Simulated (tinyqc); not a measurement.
From results back to parameters: defect-molecule model of a vacancy with Jahn-Teller distortion. Four cases, with inputs chosen for the exercise.

Problem. With et the undistorted t2 level, Uc the repulsion of two electrons, I the Jahn-Teller coupling and k the force constant, the levels above Ev are E(2+/+) = et - E_JT, E(+/0) = et - 3 E_JT + Uc, the Stokes shift of the first transition is 2 E_JT, E_JT = 2 I^2/k and the distortion of the + state is 2 I/k. The values below come from hidden parameters.

Find: et, Uc; I; k.

Method. E_JT is half the Stokes shift; et = E(2+/+) + E_JT; Uc = E(+/0) - E(2+/+) + 2 E_JT; with Q the distortion, I = E_JT/Q and k = 2 E_JT/Q^2.

Case 1.

levels (eV): (2+/+) 0.25566, (+/0) 0.13698

Stokes shift = 0.368681 eV
distortion of + = 0.161702 angstrom

Solution.

et, Uc (eV): 0.440  0.250

I = 1.14 eV/angstrom
k = 14.1 eV/angstrom^2

Case 2.

levels (eV): (2+/+) 0.20827, (+/0) 0.08480

Stokes shift = 0.223464 eV
distortion of + = 0.111732 angstrom

Solution.

et, Uc (eV): 0.320  0.100

I = 1.00 eV/angstrom
k = 17.9 eV/angstrom^2

Case 3.

levels (eV): (2+/+) 0.10263, (+/0) 0.04789

Stokes shift = 0.254737 eV
distortion of + = 0.115789 angstrom

Solution.

et, Uc (eV): 0.230  0.200

I = 1.10 eV/angstrom
k = 19.0 eV/angstrom^2

Case 4.

levels (eV): (2+/+) 0.20020, (+/0) 0.12059

Stokes shift = 0.339610 eV
distortion of + = 0.143902 angstrom

Solution.

et, Uc (eV): 0.370  0.260

I = 1.18 eV/angstrom
k = 16.4 eV/angstrom^2

Computed by tinyqc, one run a case: `OMP_NUM_THREADS=1 python tinyqc.py N N+1 out.jsonl` with N = 1450540, 1450568, 1450615, 1450683; one thread of a shared Intel(R) Xeon(R) Processor @ 2.30GHz, about 0.01 s a run at most.
